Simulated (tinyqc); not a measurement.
Worked calculation: tight binding, honeycomb lattice. One step of it, computed by the program tinyqc.

Question. Bloch Hamiltonian at K. H_AB = -t1 (1 + exp(-i k.a1) + exp(-i k.a2)); H_AA = delta - 2 t2 sum cos(k.b + phi), H_BB = -delta - 2 t2 sum cos(k.b - phi), b = a1, a2 - a1, -a2.

Parameters chosen for this model:
```
parameter     value                        unit
t1         1.470000                 eV, nearest
t2         0.130000       eV, second neighbours
phi               0  rad, phase of t2 (Haldane)
delta      2.150000          eV, +/- on A and B
```

k point K (fractions of the reciprocal vectors): 0.333333  0.666667

Give: H(k) at K.

Answer.

H(k) at K (eV):
```
        A        B
A  2.5400   0.0000
B  0.0000  -1.7600
```
